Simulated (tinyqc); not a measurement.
Capacitance of parallel on-chip lines from Laplace's equation on a mesh: one step of the calculation.

Cross-section of an endless row of equal lines between two grounded planes; neighbours are driven in antiphase (+1 V and -1 V), so the plane midway between two lines is at 0 V. By symmetry one quarter is solved: x runs from the centre of a line (column 0, mirror) to that midplane (column 4, 0 V), y from the mid-height of the line (row 0, mirror) to the ground plane (row 5, 0 V). The line fills columns 0 to 1 and rows 0 to 2 at 1 V. Cells beside the line (below row 2) have e2, cells above have e1. Each link between nodes has the conductance g = mean permittivity of the two cells beside it (a cell beyond a mirror counts as 0), and the free nodes obey sum g (V_neighbour - V) = 0.

Question. Capacitance per length. C = 4 eps0 sum g (difference of V)^2 over all links (twice the energy of the four quarters, line at 1 V). Plate estimate without fringing: eps0 [2 e1 w/hd + 2 e2 t/(s/2)], w = 2 hx, t = 4 hx, s/2 = 3 hx, hd = 3 hx.

Values chosen for this exercise:
```
symbol  value  unit                                          meaning
e1        2.4        relative permittivity above and below the lines
e2          2                relative permittivity between the lines
```

Constants: eps0 = 8.8541878128e-12 F/m. Results are converted to the units shown.

converged V (V):
```
,col 0,col 1,col 2,col 3,col 4
row 0,1.0000000,1.0000000,0.6378736,0.3074082,0.0000000
row 1,1.0000000,1.0000000,0.6220430,0.2958797,0.0000000
row 2,1.0000000,1.0000000,0.5544188,0.2540676,0.0000000
row 3,0.5948023,0.5525947,0.3649378,0.1767975,0.0000000
row 4,0.2740200,0.2506387,0.1759402,0.0881844,0.0000000
row 5,0.0000000,0.0000000,0.0000000,0.0000000,0.0000000
```

gx:
```
,col 0,col 1,col 2,col 3
row 0,1,1,1,1
row 1,2,2,2,2
row 2,2.2,2.2,2.2,2.2
row 3,2.4,2.4,2.4,2.4
row 4,2.4,2.4,2.4,2.4
row 5,1.2,1.2,1.2,1.2
```

gy:
```
,col 0,col 1,col 2,col 3,col 4
row 0,1,2,2,2,1
row 1,1,2,2,2,1
row 2,1.2,2.4,2.4,2.4,1.2
row 3,1.2,2.4,2.4,2.4,1.2
row 4,1.2,2.4,2.4,2.4,1.2
```

Give: C; plate estimate.

Answer.

C = 129.6 aF/um
plate estimate = 75.56 aF/um

Program tinyqc, `OMP_NUM_THREADS=1 python tinyqc.py 2790190 2790191 out.jsonl`; Intel Xeon 2.30GHz, shared host, one thread, about 0.9 s.
